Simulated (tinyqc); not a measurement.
Phase shift across the band: Koster-Slater impurity in a tight-binding band, by Green functions and by supercells. Computed by tinyqc, a small Python program. Command: `OMP_NUM_THREADS=1 python tinyqc.py 3029717 3029718 out.jsonl kosterslater walk`. One thread of a shared host (Intel(R) Xeon(R) Processor @ 2.30GHz), about 0.06 s of CPU time with the checks.

One orbital per site, e(k) = -2 t sum cos(k_i) over 3 direction(s), band from -6 t to 6 t, lattice constant 1. One site has the extra energy U. Spin is left out.

Inputs (values chosen for the exercise, for a model band): hopping t = 0.87 eV; impurity potential U = 4.23 eV; broadening eta = 0.07 eV.

Lattice: simple cubic.

Method:
- Outside the band G0(E) = (1/pi) int_0^pi dk (2/(pi z)) K(16 t^2/z^2), z = E + 2 t cos k, K the complete elliptic integral with parameter m; 200 Gauss-Legendre points.
- A bound state solves 1/U = G0(E).
- Bisection in ln(distance from the edge) between 1e-5 t and |U| + t. Weight on the impurity site: -1/(U^2 dG0/dE), by a central difference with step min(1e-4 t, distance/30). Decay length along an axis: 1/arccosh(1 + distance/(2 t)).
- Inside the band G0(z), z = E + i eta, comes from the chain form 1/(sqrt(y - 2t) sqrt(y + 2t)) (principal roots) at y = z + 2 t cos k + 2 t cos k', averaged over k and k' in (0, pi) with 200 Gauss-Legendre points each.
- delta/pi = -arg(1 - U G0)/pi counts the states added below E (Friedel); host DOS = -Im G0/pi, DOS on the impurity = -Im[G0/(1 - U G0)]/pi; 13 evenly spaced energies from -(band edge + |U| + 2t) to +(band edge + |U| + 2t).

distance from the band edge = 0.277903 eV

level E_b = 5.49790 eV

Across the spectrum:
```
E (eV),Re G0 (1/eV),host DOS (1/eV),DOS on the impurity (1/eV),delta/pi
-11.190,-0.09294,0.00020,0.00010,-0.00061
-9.325,-0.11373,0.00031,0.00014,-0.00088
-7.460,-0.14815,0.00055,0.00021,-0.00144
-5.595,-0.22735,0.00185,0.00048,-0.00399
-3.730,-0.31197,0.04934,0.00849,-0.08768
-1.865,-0.33847,0.13326,0.01473,-0.20036
0.000,0.00000,0.16128,0.02883,-0.36104
1.865,0.33847,0.13326,0.04011,-0.57612
3.730,0.31197,0.04934,0.09273,-0.64440
5.595,0.22735,0.00185,0.89310,-0.18172
7.460,0.14815,0.00055,0.00398,-0.00628
9.325,0.11373,0.00031,0.00114,-0.00251
11.190,0.09294,0.00020,0.00055,-0.00140
```

delta/pi starts and ends near zero (-0.001 and -0.001): the impurity moves states but creates none. delta/pi is negative in the band, down to -0.64 among these rows (-1 just below the level for small eta), and the lost state returns at the level above the band (5.498 eV).

Extremes, crossings and ranges named in words are read from the listed rows.
